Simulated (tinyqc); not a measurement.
Trench capacitor in an array: capacitance, non-linearity, leakage and relaxation: two steps of the calculation.

A film between two metal electrodes, each interface adding a series capacitance ci. The small-signal permittivity is ek (1 + aq E^2); the field is found with the linear permittivity. Leakage J = J0 sinh(E/Ef). After a voltage step the film passes a relaxation current kr C V tt^(-nr), tt being the time in seconds. The sidewall is a coaxial capacitor with radii a = dm/2 - t and b = dm/2, depth AR dm; the end face is left out.

Values chosen for this exercise; permittivity of the order of that of hafnium oxide: relative permittivity of the film ek = 22.5; film thickness t = 22 nm; capacitance of each electrode interface (dead layer and screening) ci = 36 uF/cm^2; quadratic field coefficient of the permittivity aq = 0.0064 cm^2/MV^2; bias V = 1.5 V; leakage prefactor J0 = 3.9e-10 A/cm^2; field for an e-fold rise of the leakage Ef = 0.47 MV/cm; diameter of the hole dm = 71 nm; aspect ratio, depth over diameter AR = 20; pitch of the square array pt = 140 nm; resistivity of the inner electrode rho = 390 uohm cm.

Constants: eps0 = 8.8541878128e-14 F/cm where lengths are in cm. Results are converted to the units shown.

Problem 1. Planar capacitance, field and non-linearity. Planar film: Cf = eps0 ek/t, 1/C = 1/Cf + 2/ci, EOT = 3.9 eps0/C, effective permittivity C t/eps0, E = (V/t) C/Cf; quadratic coefficient [C(V)/C - 1]/V^2 with Cf (1 + aq E^2) in C(V).

Find: Cf; C; EOT; effective permittivity; E; quadratic coefficient; J.

Solution 1.

Cf = 0.9055 uF/cm^2
C = 0.8622 uF/cm^2
EOT = 4.005 nm
effective permittivity = 21.42
E = 0.6492 MV/cm
quadratic coefficient = 1141 ppm/V^2
J = 7.270e-10 A/cm^2

The interfaces take 4.79 % of the voltage.

Problem 2. Cell capacitance, fields and time constant. Per length 1/c = ln(b/a)/(2 pi eps0 ek) + (1/a + 1/b)/(2 pi ci); cell capacitance c AR dm; per footprint over pt^2; fields c V/(2 pi eps0 ek r) at r = a and b; resistance of the inner electrode rho AR dm/(pi a^2); time constant R C/3 of the distributed line.

Wanted: a; b; cell capacitance; capacitance per footprint; field at a; field at b; R; R C/3.

Solution 2.

a = 13.500 nm
b = 35.500 nm
cell capacitance = 1.7368 fF
capacitance per footprint = 8.8611 uF/cm^2
field at a = 1.0857 MV/cm
field at b = 0.41286 MV/cm
R = 9.6724 kohm
R C/3 = 5.5996 ps

The array gives 10.3 times the planar capacitance per footprint; curvature makes the field at the inner electrode 1.67 times the planar value.

Program tinyqc, `OMP_NUM_THREADS=1 python tinyqc.py 2102010 2102011 out.jsonl`; Intel Xeon 2.30GHz, shared host, one thread, about 0.01 s.
